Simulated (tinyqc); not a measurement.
Solid solubility of a dopant against its melt (retrograde solidus), clustering and the electrically active fraction: one step, computed by the program tinyqc. Command: `OMP_NUM_THREADS=1 python tinyqc.py 3027868 3027869 out.jsonl retro walk`. One thread of a shared host (Intel(R) Xeon(R) Processor @ 2.30GHz), about 0.01 s of CPU time with the checks.

Question. Liquidus and solidus at T. x_l and x_s are atom fractions of the dopant in melt and solid; the solid is dilute. Liquidus of the host: R T ln(1 - x_l) + L x_l^2 = -H_f (1 - T/T_m). Distribution: k = x_s/x_l = exp[L (1 - x_l)^2/(R T)] exp(S/k_B - H/(k_B T)), the first factor being the activity coefficient in the melt. Solubility = x_s N0; at T_m x_l = 0.

Inputs (values chosen for the exercise, of the order of those of gallium in silicon for the solubility):

| quantity | value | unit |
|---|---|---|
| melting point of the host T_m | 1687 | K |
| heat of melting of the host H_f | 50.2 | kJ/mol |
| interaction L of the melt | 2.9 | kJ/mol |
| enthalpy of transfer from melt to solid H | 0.636 | eV |
| entropy of transfer S | -0.48 | k_B |
| site density N0 | 5e+22 | 1/cm^3 |
| temperature T | 1340 | K |

Constants: R = 8.314462618 J/(mol K); k_B = 8.617333262e-05 eV/K.

Give: x_l; distribution coefficient k; x_s; solubility; k at the melting point.

Answer.

x_l = 0.64477

distribution coefficient k = 0.0025929

x_s = 0.0016718

solubility = 8.3592e+19 1/cm^3

k at the melting point = 0.0095792

k has changed by a factor 0.27 from its value at T_m, while x_l has grown from 0 to 0.645.
